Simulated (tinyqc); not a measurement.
How the errors depend on the field: Haynes-Shockley experiment: drift, diffusion and decay of a minority-carrier pulse. Computed by tinyqc, a small Python program. Command: `OMP_NUM_THREADS=1 python tinyqc.py 3114051 3114052 out.jsonl haynes walk`. One thread of a shared host (Intel(R) Xeon(R) Processor @ 2.30GHz), about 0.01 s of CPU time with the checks.

A thin sheet of excess carriers is made at x = 0, t = 0 in a long uniform bar; injection is low, so the pulse moves with the minority mobility.

Inputs (values chosen for the exercise, modelled on electrons in p-type germanium in a lightly doped bar):
```
quantity                       value         unit
minority mobility mu            3900   cm^2/(V s)
lifetime tau                      76  microsecond
temperature T                    300            K
field F                           29         V/cm
distance d to the collector     0.99           cm
injected sheet density N0    4.5e+10       1/cm^2
```

Constants: k_B = 8.617333262e-05 eV/K.

Method:
- D = mu k_B T/e, v = mu F.
- Transit time d/v, diffusion length sqrt(D tau), drift length v tau, Peclet number v d/D = e F d/(k_B T).
- dn(x, t) = N0/sqrt(4 pi D t) exp(-(x - v t)^2/(4 D t) - t/tau).
- At fixed x the signal peaks where d ln(dn)/dt = 0: a t^2 + t/2 - x^2/(4 D) = 0 with a = v^2/(4 D) + 1/tau.
- The full width at half maximum is found by solving dn(x, t) = peak/2 on both sides of the peak.
- With w that width: mu = d/(F t_p); D = (w d)^2/(16 ln2 t_p^3). The field is scaled by the factors listed.

D = 100.823 cm^2/s

Errors of the simple reading:
```
factor  F (V/cm)   v d/D  v^2 tau/(4 D)  error of mu (%)  error of D (%)
0.5         14.5   555.3     6.0264e+02          0.26319         0.30519
0.7         20.3   777.4     1.1812e+03          0.17104         0.21798
1.0         29.0  1110.6     2.4106e+03          0.11083         0.15256
1.5         43.5  1665.8     5.4238e+03          0.06927         0.10169
2.5         72.5  2776.4     1.5066e+04          0.03934         0.06100
4.0        116.0  4442.2     3.8569e+04          0.02381         0.03812
7.0        203.0  7773.9     1.1812e+05          0.01329         0.02178
```

What follows from these numbers?

The error of mu falls from 0.263 to 0.0133 %. For large v d/D it is about D/(v d) + 2 D/(v^2 tau), here 0.0133 % in the last row: one part from spreading, one from recombination.

Extremes, crossings and ranges named in words are read from the listed rows.
